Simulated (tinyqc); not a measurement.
Comparisons within one model: Lorentz oscillators and the Kramers-Kronig relations. A value that a table varies takes the place of the one given here.

eps(E) = 1 + sum_j S_j/(E0_j^2 - E^2 - i G_j E).

Kramers-Kronig: eps1(E) = 1 + (2/pi) P integral_0^infinity E1 eps2(E1)/(E1^2 - E^2) dE1. Maclaurin rule on the grid E_j = j h, j = 1 .. M: eps1(E_i) = 1 + (4 h/pi) sum over j with j - i odd of E_j eps2(E_j)/(E_j^2 - E_i^2); nothing is added above E_M.

n + i k = sqrt(eps1 + i eps2) with k >= 0; R = ((n - 1)^2 + k^2)/((n + 1)^2 + k^2) at normal incidence from vacuum; alpha = 2 E k/(hbar c), times 1e8 for 1/cm; loss function Im(-1/eps) = eps2/(eps1^2 + eps2^2).

Constants: hbar c = 1973.269805 eV angstrom.

Parameters, chosen for this exercise: E0 = (3.27, 4.59) eV (resonances); G = (1.02, 0.55) eV (widths); S = (53.8, 107.1) eV^2 (strengths); h = 0.2 eV (grid step); M = 40 (grid points E_j = j h); E_t = 1.7 eV (energy below the first line); E = 2.87 eV (photon energy).

## Numerical transform against the formula

Every third grid point is listed; the error is the transform minus the formula.

Dielectric function:
```
E (eV),eps2,eps1 formula,eps1 transform,error
0.40,0.251,11.222,11.282,0.060
1.00,0.724,11.822,11.633,-0.190
1.60,1.551,13.133,13.206,0.073
2.20,3.562,15.577,15.358,-0.219
2.80,10.359,18.407,18.524,0.117
3.40,16.733,8.194,7.871,-0.323
4.00,12.617,12.410,12.731,0.321
4.60,44.195,-4.816,-4.545,0.271
5.20,7.953,-16.566,-17.089,-0.523
5.80,2.598,-9.202,-9.078,0.124
6.40,1.290,-5.919,-6.182,-0.263
7.00,0.772,-4.120,-4.149,-0.029
7.60,0.512,-2.994,-3.291,-0.297
```

How do the results move?

The largest error listed is -0.523 at 5.20 eV. The rule samples every 2h = 0.4 eV and the narrowest line is 0.55 eV wide, so it is barely resolved. The grid ends at 8 eV, where eps2 is still 0.404; the error at the last point listed, nearest the missing tail, is -0.297.

## How far the spectrum must be known

The integrals are done by adaptive quadrature and cut at E_cut. f-sum share: (2/pi) integral of E eps2 over sum S. Static share: (2/pi) integral of eps2/E over eps(0) - 1.

Cut integrals:
```
E_cut (eV),eps1(E_t),f-sum share,static share
3.7,7.284,0.229,0.477
5.0,12.490,0.772,0.914
6.9,13.319,0.913,0.988
9.2,13.406,0.944,0.996
13.8,13.436,0.965,0.999
22.9,13.444,0.980,1.000
```

eps1(E_t) from the formula = 13.447

How do the results move?

Cut at 5 eV, just above the last line, eps1(E_t) lacks 0.957; cut at 22.9 eV it lacks 0.002. At 6.9 eV the static sum has reached 0.988 and the f-sum only 0.913: the f-sum weights eps2 by E and the static sum by 1/E, so the f-sum needs the far tail.

## Optical constants across the spectrum

Spectrum:
```
E (eV),eps1,eps2,n,k,R,loss
0.69,11.440,0.457,3.383,0.068,0.296,0.003
1.63,13.223,1.611,3.643,0.221,0.326,0.009
2.57,17.661,6.697,4.275,0.783,0.399,0.019
3.51,7.014,15.031,3.435,2.188,0.438,0.055
4.44,14.840,35.930,5.182,3.467,0.587,0.024
5.38,-13.619,5.289,0.704,3.757,0.835,0.025
6.32,-6.242,1.397,0.278,2.514,0.860,0.034
7.26,-3.574,0.639,0.168,1.898,0.864,0.049
8.20,-2.229,0.362,0.121,1.498,0.862,0.071
9.14,-1.430,0.230,0.096,1.200,0.855,0.110
10.08,-0.908,0.157,0.082,0.956,0.842,0.185
11.02,-0.544,0.113,0.076,0.741,0.822,0.366
```

What does this show?

Among the energies listed the largest values are at (eV): eps2 4.44; n 4.44; k 5.38; R 7.26; loss 11.02 (last row, still rising). eps1 crosses zero at 4.57 and 13.34 eV; the last crossing is upward and marks the plasmon, against sqrt(sum S) = 12.68 eV for free electrons.

## What each oscillator parameter does

At the energy E. Each row changes one parameter from the base and keeps the others.

Results:
```
case,eps1,eps2,n,k,R
base,18.272,11.798,4.473,1.319,0.435
"E0 = (3.27, 4.819) eV",17.118,11.531,4.345,1.327,0.427
"G = (1.02, 0.825) eV",18.121,12.276,4.473,1.372,0.438
"S = (53.8, 128.52) eV^2",19.916,12.000,4.646,1.291,0.446
E = 3.014 eV,16.958,14.951,4.448,1.681,0.453
```

What does this show?

The largest shifts from the base row, up to three for each result and ties (the steps differ in size, so this ranks the rows, not the parameters). eps1: S +1.644, E -1.313, E0 -1.154. eps2: E +3.154, G +0.478, E0 -0.267. n: S +0.173, E0 -0.128, E -0.025; unchanged at the printed digits by G. k: E +0.362, G +0.054, S -0.027. R: E +0.017, S +0.011, E0 -0.009.

(tinyqc, `OMP_NUM_THREADS=1 python tinyqc.py 1681083 1681084 out.jsonl`, Intel(R) Xeon(R) Processor @ 2.30GHz, 1 thread, shared host, about 0.2 s.)
